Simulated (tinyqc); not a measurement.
What moves the results: interband optics of a two-band s-p chain from momentum matrix elements. A value that a table varies takes the place of the one given here.

H(k) = [[Es - 2 ts cos ka, 2i V sin ka], [-2i V sin ka, Ep_ + 2 tp cos ka]] in the basis s, p; the lower band is full, with two electrons a cell. The velocity operator times hbar is W = dH/dk (eV angstrom); intra-atomic dipoles are left out.

With w(k) = |<c|W|v>|^2 and D(k) = Ec - Ev, on the mesh k_j = (j + 1/2)/N (2 pi/a): eps(E) = 1 + (8 pi e2/(a Ar)) mean_j (w/D^2) [1/(D - E - i eta) + 1/(D + E + i eta)], e2 = e^2/(4 pi eps0); light polarised along the chains, no local fields.

Constants: e^2/(4 pi eps0) = 14.39964547 eV angstrom; hbar^2/2m0 = 3.80998211 eV angstrom^2.

Inputs chosen for the exercise:

| symbol | value | unit | meaning |
|---|---|---|---|
| a | 2.91 | angstrom | period |
| Es | 3.36 | eV | upper orbital (s) |
| Ep_ | -2.52 | eV | lower orbital (p) |
| ts | 0.3 | eV | s-s hopping |
| tp | 0.45 | eV | p-p hopping |
| V | 0.91 | eV | s-p hopping |
| Ar | 12 | angstrom^2 | cross-section per chain |
| eta | 0.2 | eV | Lorentzian half width |
| E | 6.11 | eV | photon energy |

## Joint density of states against eps2

Mesh of 2000 points. J(E) = mean of (eta/pi)/((E - D)^2 + eta^2). The fourth column is J times the constant (8 pi^2 e2/(a Ar)) mean(w/D^2). R = |(sqrt(eps) - 1)/(sqrt(eps) + 1)|^2.

Spectrum:

| E (eV) | J (1/eV) | eps2 | eps2 with constant element | eps1 | R |
|---|---|---|---|---|---|
| 3.78 | 0.026 | 0.756 | 0.317 | 4.617 | 0.137 |
| 4.16 | 0.077 | 2.776 | 0.953 | 6.365 | 0.213 |
| 4.55 | 0.206 | 7.102 | 2.531 | 1.407 | 0.329 |
| 4.93 | 0.168 | 3.645 | 2.065 | -0.850 | 0.327 |
| 5.32 | 0.153 | 1.861 | 1.883 | -0.575 | 0.280 |
| 5.70 | 0.154 | 1.006 | 1.889 | 0.017 | 0.167 |
| 6.09 | 0.166 | 0.598 | 2.048 | 0.721 | 0.031 |
| 6.47 | 0.197 | 0.564 | 2.425 | 1.543 | 0.023 |
| 6.86 | 0.277 | 1.209 | 3.409 | 2.740 | 0.082 |
| 7.24 | 0.569 | 5.051 | 7.004 | 3.552 | 0.239 |
| 7.62 | 0.294 | 3.177 | 3.617 | -3.207 | 0.547 |
| 8.01 | 0.073 | 0.733 | 0.897 | -1.618 | 0.663 |

Transitions span 4.380 to 7.409 eV. Among the energies listed J peaks at 7.24 eV and eps2 at 4.55 eV. The ratio of eps2 to the constant-element value is 2.81 at 4.55 eV and 0.72 at 7.24 eV: w/D^2 is 1.462 angstrom^2 at the zone centre and 0.515 at the edge.

## Mesh against broadening

eps2 at E for three widths, and eps(0) at eta = 0; the last row is the mesh of 2000 points.

Convergence:

| N | eta = 0.03 eV | eta = 0.1 eV | eta = 0.3 eV | eps(0) |
|---|---|---|---|---|
| 4 | 0.110 | 0.360 | 0.940 | 1.8404 |
| 8 | 0.089 | 0.276 | 0.666 | 2.3984 |
| 16 | 0.119 | 0.367 | 0.805 | 2.4423 |
| 32 | 0.543 | 0.461 | 0.772 | 2.4424 |
| 64 | 0.139 | 0.367 | 0.770 | 2.4424 |
| 128 | 0.203 | 0.380 | 0.770 | 2.4424 |
| 2000 | 0.223 | 0.380 | 0.770 | 2.4424 |

The first N from which eps2 stays within 2 % of the last row is above 128 for eta = 0.03, 128 for 0.1 and 32 for 0.3 eV; for eps(0) and 0.1 % it is 16. E lies inside the range of transitions, so as a rule the spacing of D between mesh points must fall below eta (less so where the weight w is small at E).

## Static constant against the gap

Es takes the values listed; mesh of 400 points; the Penn-type estimate is 1 + 8 pi c e2 n_eff/(a Ar Dm^2) with Dm the f-weighted mean of D, f = w/(c D), n_eff = 2 mean(f), c = hbar^2/2m0.

Results:

| Es (eV) | smallest D (eV) | Dm (eV) | n_eff | eps(0) | estimate |
|---|---|---|---|---|---|
| 3.06 | 4.080 | 5.743 | 1.185 | 2.696 | 2.419 |
| 3.36 | 4.380 | 6.038 | 1.135 | 2.442 | 2.230 |
| 3.86 | 4.880 | 6.529 | 1.060 | 2.123 | 1.982 |
| 4.36 | 5.380 | 7.020 | 0.994 | 1.893 | 1.796 |
| 5.36 | 6.380 | 8.006 | 0.882 | 1.592 | 1.543 |
| 6.36 | 7.380 | 8.994 | 0.792 | 1.413 | 1.387 |
| 8.36 | 9.380 | 10.975 | 0.656 | 1.225 | 1.215 |

eps(0) - 1 falls from 1.696 to 0.225, as Dm^-3.12; a fixed n_eff would give the power -2, and n_eff goes from 1.185 to 0.656. The single-gap estimate is low by 16.3 % of eps(0) - 1 in the first row and 4.3 % in the last, since 1/D^2 favours the smallest separations. n_eff need not equal the 2 electrons of the cell: a two-orbital basis with chosen hoppings does not obey the free-electron sum rule.

## What moves the optical response

Mesh of 400 points; n_eff = 2 mean(w/(c D)), c = hbar^2/2m0. Each row changes one parameter from the base and keeps the others.

Results:

| case | smallest D (eV) | largest D (eV) | n_eff | eps(0) |
|---|---|---|---|---|
| base | 4.380 | 7.409 | 1.135 | 2.442 |
| a = 3.056 angstrom | 4.380 | 7.409 | 1.252 | 2.515 |
| Es = 3.66 eV | 4.680 | 7.698 | 1.089 | 2.238 |
| ts = 0.36 eV | 4.260 | 7.508 | 1.140 | 2.494 |
| V = 1.001 eV | 4.380 | 7.500 | 1.342 | 2.685 |
| Ar = 13.2 angstrom^2 | 4.380 | 7.409 | 1.135 | 2.311 |

The largest shifts from the base row, up to three for each result and ties (the steps differ in size, so this ranks the rows, not the parameters). smallest D (eV): Es +0.300, ts -0.120; unchanged at the printed digits by a, V and Ar. largest D (eV): Es +0.288, ts +0.098, V +0.091; unchanged at the printed digits by a and Ar. n_eff: V +0.207, a +0.117, Es -0.046; unchanged at the printed digits by Ar. eps(0): V +0.243, Es -0.204, Ar -0.131.

(tinyqc, `OMP_NUM_THREADS=1 python tinyqc.py 1681176 1681177 out.jsonl`, Intel(R) Xeon(R) Processor @ 2.30GHz, 1 thread, shared host, about 0.01 s.)
